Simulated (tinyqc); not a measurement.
Two-step dopant diffusion (predeposition and drive-in) with a constant diffusivity: one step, computed by the program tinyqc. Command: `OMP_NUM_THREADS=1 python tinyqc.py 3010387 3010388 out.jsonl dopdiff walk`. One thread of a shared host (Intel(R) Xeon(R) Processor @ 2.30GHz), about 0.07 s of CPU time with the checks.

Fick diffusion into a half space x > 0 whose background doping C_B is of the opposite type, so that a junction lies where C = C_B.

Task: Predeposition. C = C_s erfc(x/(2 sqrt(D1 t1))); dose Q = 2 C_s sqrt(D1 t1/pi); the junction solves erfc(z) = C_B/C_s with x_j = 2 z sqrt(D1 t1).

Inputs (values chosen for the exercise, modelled on boron in silicon): surface concentration C_s = 5.1e+19 1/cm^3; background doping C_B = 1.7e+15 1/cm^3; predeposition temperature T1 = 1000 C; drive-in temperature T2 = 1125 C.

product D1 t1 = 1.391108e-11 cm^2

Give: dose Q; z; junction depth after predeposition.

Result:

dose Q = 2.1464e+14 1/cm^2

z = 2.9341

junction depth after predeposition = 0.21887 um
